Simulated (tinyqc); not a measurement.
Inside a calculation: Kronig-Penney superlattice by transfer matrices. Values are carried at full precision from step to step, so a last printed digit may differ when a step is redone from the rounded ones.

Wells (width a, potential 0, mass mw) alternate with barriers (width b, height V0, mass mb); period d = a + b; c = hbar^2/2m0. The vector (psi, psi'/m) is continuous, and a layer of thickness t carries it by M = [[cos kt, (m/k) sin kt], [-(k/m) sin kt, cos kt]] with k = sqrt(m (E - V)/c); for E < V, k = i kappa gives [[cosh, (m/kappa) sinh], [(kappa/m) sinh, cosh]] of kappa t. A Bloch state obeys cos(q d) = tr(Mb Mw)/2.

Constants: hbar^2/2m0 = 3.80998211 eV angstrom^2; hbar = 6.58211957e-16 eV s.

Parameters, chosen for this exercise (near those of a GaAs superlattice with barriers of AlGaAs; not measured data): a = 51 angstrom (well width); b = 16 angstrom (barrier width); V0 = 0.316 eV (barrier height); mw = 0.0651 m0 (mass in the wells); mb = 0.0994 m0 (mass in the barriers); E = 0.0768 eV (trial energy); F = 2 kV/cm (field along the axis).

## Layer matrices at one energy

Form the matrix of the well and of the barrier at E.

k in the well = 0.03623 1/angstrom
kappa in the barrier = 0.07900 1/angstrom

Mw (angstrom units):
```
          1         2
1  -0.27317    1.7287
2  -0.53529  -0.27317
```

Mb (angstrom units):
```
        1       2
1  1.9110  2.0490
2  1.2942  1.9110
```

## The matrix of one period

Multiply M = Mb Mw and take half the trace. If its size is at most 1, E lies in a miniband and q d = arccos(tr M/2); otherwise the state decays by exp(-arccosh|tr M/2|) a period.

M:
```
         1       2
1  -1.6188  2.7439
2  -1.3764  1.7153
```

tr M/2 = 0.0482
q d in a band, or the decay exponent in a gap = 1.523

E lies in a miniband; det M = 1.0000, as for any such product.

## Miniband edges

The edges are the energies where tr M/2 = +1 (q = 0) or -1 (q = pi/d); the first three minibands.

Minibands:
```
band  bottom (eV)  top (eV)  width (meV)
1          0.0560    0.1130         57.0
2          0.2567    0.4641        207.4
3          0.6384    1.0746        436.2
```

1 miniband of these lies wholly below V0. The first gap is 143.7 meV wide; the single well of width a has E1 = 0.0804 eV, inside the first miniband.

## Dispersion along the axis

Solve tr M/2 = cos(q d) inside each miniband at q d/pi = 0, 1/6, ..., 1. The cosine form is E_bottom + (W/2)(1 - cos q d) with the true width W.

Energies (eV):
```
q d/pi  band 1  cosine form  band 2
0.000   0.0560       0.0560  0.4641
0.167   0.0586       0.0598  0.4398
0.333   0.0661       0.0703  0.3921
0.500   0.0780       0.0845  0.3430
0.667   0.0928       0.0988  0.3001
0.833   0.1067       0.1092  0.2688
1.000   0.1130       0.1130  0.2567
```

The cosine form, which holds for hopping between neighbouring wells alone, misses band 1 by at most 6.5 meV, 11 % of its width.

## Mass along the axis

With f(E) = tr M/2, 1 - (q d)^2/2 = 1 + f'(E_bottom)(E - E_bottom) gives m_z = -2 c f'/d^2 (f' by a central difference of 1e-6 eV at the bottom of band 1). The cosine form gives 4 c/(W d^2), W the width of band 1 between tr M/2 = +1 and -1.

f' = -53.01 1/eV
m_z = 0.08998 m0
m_z of the cosine form = 0.05956 m0
W = 57.00 meV

The mass along the axis is 1.38 times mw.

## In a field along the axis

One-band picture: ladder spacing e F d, Bloch frequency e F d/(2 pi hbar), and extent W/(e F) of a Stark state, with W the width of band 1; 1 kV/cm = 1e-5 V/angstrom.

e F d = 1.340 meV
Bloch frequency = 0.324 THz
W/(e F d) = 42.53 periods

The state spreads over about 43 periods.

## Checks

- Bottom of band 1 from 121 plane waves (the mass step taken by inverting the matrix of m) against the transfer matrix, eV: both 0.0560.

Run: tinyqc, `OMP_NUM_THREADS=1 python tinyqc.py 1250786 1250787 out.jsonl`; Intel(R) Xeon(R) Processor @ 2.30GHz, one thread, shared host; about 0.2 s of CPU time with all checks.
